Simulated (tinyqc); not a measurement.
Localisation in a chain with random site energies (transfer matrices), step by step. Values are carried at full precision from step to step, so a last printed digit may differ when a step is redone from the rounded ones.

Hopping -t; leads with site energy 0, E = -2t cos(ka). psi_(j+1) = ((e_j - E)/t) psi_j - psi_(j-1), a product of matrices M_j = [[(e_j - E)/t, -1], [1, 0]]. For M = M_N ... M_1 the transmission is T = 4 sin^2(ka)/|M21 - M12 + M22 exp(ika) - M11 exp(-ika)|^2. Long samples draw e_j = W (x_j/2147483647 - 1/2) from x_j = 16807 x_(j-1) mod 2147483647, starting at x0. The localisation length xi, in sites, is defined by ln T = -2N/xi on average; weak disorder gives xi = 24 (4t^2 - E^2)/W^2, and the mean free path for backscattering is xi/2.

Parameters, chosen for this exercise: t = 1.83 eV (hopping); E = -1.02 eV (energy); e = (0.5, 0.42, -0.18, 0.55, 0.81, -0.62, -0.6, -0.13) eV (site energies of the short sample); W = 1.69 eV (full width of the disorder); a = 4.8 angstrom (spacing).

## The product of transfer matrices

Multiply site by site and give T for each length.

Running product:
```
j  (e_j - E)/t      M11      M12      M21      M22       T
1       0.8306   0.8306  -1.0000   1.0000   0.0000  0.9802
2       0.7869  -0.3464  -0.7869   0.8306  -1.0000  0.9885
3       0.4590  -0.9896   0.6388  -0.3464  -0.7869  0.9777
4       0.8579  -0.5026   1.3349  -0.9896   0.6388  0.9125
5       1.0000   0.4870   0.6961  -0.5026   1.3349  0.9251
6       0.2186   0.6090  -1.1828   0.4870   0.6961  0.8307
7       0.2295  -0.3472  -0.9676   0.6090  -1.1828  0.9305
8       0.4863  -0.7779   0.7122  -0.3472  -0.9676  0.9115
```

T is 0.9115 for the whole sample and does not fall steadily (it rises at j = 2, 5 and 7): reflected waves interfere. The determinant of M stays 1.

## The same sites added without interference

One site alone reflects R_j = e_j^2/(e_j^2 + 4t^2 - E^2); incoherent addition sums R/(1 - R), and T = 1/(1 + sum).

R_j: [0.0198, 0.0141, 0.0026, 0.0239, 0.0504, 0.0302, 0.0283, 0.0014]

sum of R/(1 - R) = 0.1763
T without interference = 0.8501

The coherent product gives 0.9115 for this sample.

## Weak-disorder lengths

Form ka, xi, xi a and the mean free path xi a/2.

ka = 1.2884 rad
xi = 103.82 sites

lengths (nm): localisation 49.834, mean free path 24.917

The formula needs xi well above one site.

## Checks

- T from the product against the Green function: both 0.91155.

tinyqc: `OMP_NUM_THREADS=1 python tinyqc.py 1451926 1451927 out.jsonl`; about 0.04 s, one thread, shared Intel(R) Xeon(R) Processor @ 2.30GHz.
